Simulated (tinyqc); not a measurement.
Inside a calculation. Model: one level coupled to a phonon between two leads, self-consistent Born approximation.

Program tinyqc, `OMP_NUM_THREADS=1 python tinyqc.py 2720101 2720102 out.jsonl`; Intel Xeon 2.30GHz, shared host, one thread, about 0.3 s. Printed values are rounded.

Wide-band leads with mu_L = +V/2 and mu_R = -V/2; phonons in equilibrium, Nq = 1/(exp(w0/kB T) - 1). Scattering links only energies that differ by w0, so a ladder E_k = E1 + k w0 closes on itself; terms that reach past its ends are dropped. Gn and Gp are the electron and hole parts of the spectral function A = Gn + Gp.

Inputs (values chosen for the exercise): temperature of leads and phonons T = 150 K; phonon energy w0 = 180 meV; level ed = 223 meV; coupling to the left lead GL = 26 meV; coupling to the right lead GR = 130 meV; electron-phonon matrix element M = 37 meV; bias V = 590 mV; rungs of the ladder shown nr = 6; lowest rung E1 = -337 meV.

Constants: q = 1.602176634e-19 C, kB = 1.380649e-23 J/K, Vt = kB T/q. Results are converted to the units shown.

Range of the model: The self-consistent Born approximation keeps only non-crossing phonon lines and no Hartree shift; it is rough once the coupling nears the phonon energy.

## The ladder and the first Green functions

|G|^2 = 1/[(E - ed)^2 + (GL + GR + Sin + Sout)^2/4], Gn = |G|^2 (GL fL + GR fR + Sin), Gp = |G|^2 (GL (1 - fL) + GR (1 - fR) + Sout), f = 1/(1 + exp((E - mu)/kB T)). On a single ladder the real part of the phonon self-energy, which needs all energies, is left out. At the start Sin = Sout = 0.

```
rung  E (meV)           fL           fR   Gn (1/meV)  Gp (1/meV)
0        -337            1     0.962647   4.72792e-4  1.51898e-5
1        -157            1   2.30884e-5   1.72796e-4  8.63859e-4
2          23      1.00000  2.06857e-11   5.64187e-4  0.00282094
3         203     0.999190  1.85326e-17   0.00400662   0.0200526
4         383   0.00110370  1.66036e-23   9.05699e-7  0.00492272
5         563  9.89911e-10  1.48754e-29  2.11513e-13  0.00128201
```

Nq = 8.95915e-7

## Iteration 1: scattering functions

Sin(E) = M^2 [(Nq + 1) Gn(E + w0) + Nq Gn(E - w0)], Sout(E) = M^2 [(Nq + 1) Gp(E - w0) + Nq Gp(E + w0)]. Nq = 1/(exp(w0/kB T) - 1).

```
rung   Sin (meV)  Sout (meV)
0       0.236558  1.05953e-6
1       0.772373   0.0207983
2        5.48507     1.18265
3     0.00124059     3.86187
4     4.91444e-6     27.4520
5     1.11085e-9     6.73920
```

## Iteration 1: Green functions

|G|^2 = 1/[(E - ed)^2 + (GL + GR + Sin + Sout)^2/4], Gn = |G|^2 (GL fL + GR fR + Sin), Gp = |G|^2 (GL (1 - fL) + GR (1 - fR) + Sout), f = 1/(1 + exp((E - mu)/kB T)). On a single ladder the real part of the phonon self-energy, which needs all energies, is left out.

```
rung  Gn after iteration 1 (1/meV)  Gp after iteration 1 (1/meV)
0                       4.73505e-4                    1.51889e-5
1                       1.77855e-4                    8.63642e-4
2                       6.75425e-4                    0.00281416
3                       0.00382677                     0.0197204
4                       8.43810e-7                    0.00539264
5                      2.19672e-13                    0.00133152
```

## Iteration 2: scattering functions

As before.

```
rung   Sin (meV)  Sout (meV)
0       0.243484  1.05926e-6
1       0.924658   0.0207971
2        5.23886     1.18235
3     0.00115601     3.85260
4     4.69387e-6     26.9973
5     1.03494e-9     7.38253
```

## Iteration 2: Green functions

As before.

```
rung  Gn after iteration 2 (1/meV)  Gp after iteration 2 (1/meV)
0                       4.73526e-4                    1.51889e-5
1                       1.78852e-4                    8.63573e-4
2                       6.70431e-4                    0.00281536
3                       0.00382718                     0.0197212
4                       8.44839e-7                    0.00538586
5                      2.18957e-13                    0.00133621
```

## Course of the iteration

Repeat until no Sin or Sout changes by more than 1e-9 meV.

Course of the iteration:
```
iteration  largest Sin + Sout (meV)  largest change (meV)
1                           27.4520                  27.5
2                           26.9973                 0.643
3                           26.9984               9.27e-3
4                           26.9982               1.92e-4
5                           26.9982               3.92e-6
6                           26.9982               9.05e-8
7                           26.9982               1.85e-9
8                           26.9982              4.20e-11
```

Converged in 8 iterations; the change shrinks by about 0.021 a step.

## Currents on the rungs

```
rung  converged Gn (1/meV)  converged Gp (1/meV)
0               4.73530e-4            1.51889e-5
1               1.78808e-4            8.63576e-4
2               6.70441e-4            0.00281536
3               0.00382711             0.0197211
4               8.44837e-7            0.00538588
5              2.18969e-13            0.00133614
```

Spectral currents into the level: iL = GL [fL Gp - (1 - fL) Gn], iR = GR [fR Gp - (1 - fR) Gn].

```
rung        iL         iR     iL + iR
0     0.000395  -0.000399  -0.0000037
1     0.022453  -0.023242  -0.0007889
2     0.073199  -0.087157  -0.0139579
3     0.512252  -0.497524   0.0147278
4     0.000133  -0.000110   0.0000228
5     0.000000   0.000000   0.0000000
```

sum of iL = 0.608432

On a single rung iL + iR need not vanish (largest 0.015), since phonons move electrons between rungs; summed over the ladder it does.
